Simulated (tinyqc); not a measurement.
From results back to parameters: free-carrier optics of a doped semiconductor (Drude model with one polar phonon). Four cases, with inputs chosen for the exercise.

Problem. The upper coupled mode solves E^4 - (wL^2 + Ep^2) E^2 + Ep^2 wT^2 = 0 with wL = wT sqrt(es/ei); N is hidden.

eps(E) = ei [1 - Ep^2/(E^2 + i E Gam)] + (es - ei) wT^2/(wT^2 - E^2 - i E gT), with Ep^2 = 8 pi c (e^2/(4 pi eps0)) N/(m ei), c = hbar^2/2m0, N in 1/angstrom^3 (1e-24 per 1/cm^3); Gam = hbar/tau, tau = mu m m0/e with m0/e = 5.685630e-12 kg/C and mu in m^2/(V s). Energies in meV.

Constants: hbar^2/2m0 = 3.80998211 eV angstrom^2; e^2/(4 pi eps0) = 14.39964547 eV angstrom.

Find: Ep; N; L-.

Method. Ep^2 = L+^2 (L+^2 - wL^2)/(L+^2 - wT^2); the product of the roots gives L- = Ep wT/L+.

Case 1.

Values chosen (mass and dielectric values near those of InAs; N and mu are free inputs; interband absorption and the rise of the mass with filling are left out; not measured data): m = 0.0274 m0 (conductivity mass); ei = 12.05 (high-frequency dielectric constant); wT = 27.4 meV (TO phonon); es = 14.68 (static dielectric constant).

L+ = 39.1451 meV

Solution.

Ep = 34.80 meV
N = 2.90e+17 1/cm^3
L- = 24.36 meV

Case 2.

Values chosen (mass and dielectric values near those of InSb; N and mu are free inputs; interband absorption and the rise of the mass with filling are left out; not measured data): m = 0.0142 m0 (conductivity mass); ei = 15.36 (high-frequency dielectric constant); wT = 22.4 meV (TO phonon); es = 16.51 (static dielectric constant).

L+ = 24.9044 meV

Solution.

Ep = 20.58 meV
N = 6.70e+16 1/cm^3
L- = 18.51 meV

Case 3.

Values chosen (mass and dielectric values near those of GaSb; N and mu are free inputs; interband absorption and the rise of the mass with filling are left out; not measured data): m = 0.0408 m0 (conductivity mass); ei = 14.51 (high-frequency dielectric constant); wT = 27.6 meV (TO phonon); es = 15.75 (static dielectric constant).

L+ = 28.9458 meV

Solution.

Ep = 11.01 meV
N = 5.20e+16 1/cm^3
L- = 10.49 meV

Case 4.

Values chosen (mass and dielectric values near those of GaN; N and mu are free inputs; interband absorption and the rise of the mass with filling are left out; not measured data): m = 0.193 m0 (conductivity mass); ei = 5.37 (high-frequency dielectric constant); wT = 69.8 meV (TO phonon); es = 9.39 (static dielectric constant).

L+ = 435.8894 meV

Solution.

Ep = 431.57 meV
N = 1.40e+20 1/cm^3
L- = 69.11 meV

Computed by tinyqc, one run a case: `OMP_NUM_THREADS=1 python tinyqc.py N N+1 out.jsonl` with N = 1682445, 1682532, 1682558, 1682562; one thread of a shared Intel(R) Xeon(R) Processor @ 2.30GHz, about 0.01 s a run at most.
